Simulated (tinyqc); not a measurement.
Threshold-voltage variability of a planar MOSFET, analytic estimates: one step of the calculation.

Three independent sources add in quadrature: random dopants in the depleted layer, metal-gate grains of two orientations, and roughness of the two gate edges acting through the roll-off VT = VT(long) - Vr exp(-L/l). These are first-order estimates: no three-dimensional electrostatics, no percolation.

Question. Metal grains and edge roughness. Grains: Ng = L W/G^2 (at least 1), s2 = dW sqrt(p (1 - p)/Ng). Edges, with exponential correlation and u = W/La: the mean gate length has sL^2 = 2 De^2 (2/u)[1 - (1 - exp(-u))/u]; s3 = sL (Vr/l) exp(-L/l).

Parameters, values chosen for the exercise; material values close to those of silicon:
- L = 20 nm (gate length)
- W = 58 nm (gate width)
- G = 7 nm (metal grain size)
- dW = 0.3 eV (work-function difference of the two grain orientations)
- p = 0.4 (share of the orientation of higher work function)
- De = 0.9 nm (rms roughness of one gate edge)
- La = 30 nm (correlation length of the roughness)
- l = 3.4 nm (decay length of the threshold roll-off)
- Vr = 2.9 V (prefactor of the roll-off)

Find: Ng; s2; sL; dVT/dL; s3.

Answer.

Ng = 23.673
s2 = 30.206 mV
sL = 0.96666 nm
dVT/dL = 2.3782 mV/nm
s3 = 2.2989 mV

Numbers from tinyqc (`OMP_NUM_THREADS=1 python tinyqc.py 2090131 2090132 out.jsonl`; about 0.01 s on one thread of a shared Intel Xeon 2.30GHz).
